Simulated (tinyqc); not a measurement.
Worked calculation: Franz-Keldysh effect at a direct gap. Values are carried at full precision from step to step, so a last printed digit may differ when a step is redone from the rounded ones.

Parabolic bands, vertical transitions, no excitons. For each hole band j: mr = me mj/(me + mj); joint density of states J_j(E) = (mr/c)^(3/2) sqrt(E - Eg)/(2 pi^2), both spins, c = hbar^2/2m0; averaged matrix element |e.p|^2 = m0 Ep/6; alpha_j(E) = 4 pi^2 alpha_f c Ep J_j/(3 nr E) in 1/angstrom (alpha_f the fine-structure constant, listed as alpha among the constants), times 1e8 for 1/cm.

In a field Fd (1 kV/cm = 1e-5 V/angstrom) the electro-optic energy of band j is th = (c (e Fd)^2/mr)^(1/3), and sqrt(E - Eg) in J_j is replaced by pi sqrt(th) [Ai'(b)^2 - b Ai(b)^2] with b = (Eg - E)/th; Ai is the Airy function.

Constants: hbar^2/2m0 = 3.80998211 eV angstrom^2; fine-structure constant alpha = 0.007297352564.

Parameters, chosen for this exercise (near those of GaAs; not measured data): Eg = 1.422 eV (direct gap); me = 0.0675 m0 (electron mass); mhh = 0.501 m0 (heavy-hole mass); mlh = 0.0797 m0 (light-hole mass); Ep = 24.7 eV (Kane energy); nr = 3.53 (refractive index); Fd = 71 kV/cm (uniform field); E = 1.421 eV (photon energy); L = 27 micrometre (length of a waveguide).

## Electro-optic energy and length

For each hole band give mr, th and the length th/(e Fd).

Scales:
```
hole   mr (m0)  th (meV)  length (angstrom)
heavy  0.05949    31.843               44.8
light  0.03655    37.457               52.8
```

The light-hole pair has th larger by a factor 1.176, the cube root of the ratio of reduced masses.

## Airy factors at E

Ai is the Airy function, th the electro-optic energy of each hole band from the table (its other columns are not needed here), b = (Eg - E)/th with th in eV; the factor takes the place of sqrt(E - Eg) in the joint density of states.

Form b, Ai(b), Ai'(b) and the factor pi sqrt(th) [Ai'^2 - b Ai^2] for each band, beside sqrt(E - Eg) (zero below the gap).

Factors:
```
hole        b   Ai(b)   Ai'(b)  factor (eV^(1/2))  without field
heavy  0.0314  0.3469  -0.2586            0.03538         0.0000
light  0.0267  0.3481  -0.2587            0.03872         0.0000
```

## Absorption with and without the field

Put the factors in place of sqrt(E - Eg) in alpha_j and add the bands; a waveguide of length L changes its transmission by 4.343 (alpha(F) - alpha(0)) L dB.

alpha_j in the field (1/cm): heavy 630, light 332

alpha(F) = 962 1/cm
alpha(0) = 0 1/cm
change of loss = 11.3 dB

Below the gap the field opens a tail where this model has no absorption; excitons and band tails absorb within some 10 to 20 meV of a real edge. Excitons, which add a sharp peak at low field, are left out.

## Checks

- Airy factor at b = -40 against the zero-field limit sqrt(-b): 6.33 against 6.32.

Run: tinyqc, `OMP_NUM_THREADS=1 python tinyqc.py 1682225 1682226 out.jsonl`; Intel(R) Xeon(R) Processor @ 2.30GHz, one thread, shared host; about 0.01 s of CPU time with all checks.
